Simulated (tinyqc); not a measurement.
Crystal pulling from the melt: segregation, interface stability, heat balance and point-defect regime: one step, computed by the program tinyqc.

A dilute solute; steady pulling with a flat interface unless it is found unstable.

Problem. Concentration at the frozen fraction g. Axial profile: C_s = k_eff C0 (1 - g)^(k_eff - 1); bulk melt C_L = C_s/k_eff. Usable fraction: the g at which C_s has changed by 30 % from its first value (0.99 at most).

Inputs (values chosen for the exercise, for a model semiconductor): initial melt concentration C0 = 3.1e+18 1/cm^3; frozen fraction g = 0.79.

Loss from the melt surface: none.

k_eff = 0.02516955

Give: C_s; C_L; usable fraction.

Solution.

C_s = 3.572e+17 1/cm^3

C_L = 1.419e+19 1/cm^3

usable fraction = 0.2360

C_s rises along the crystal.
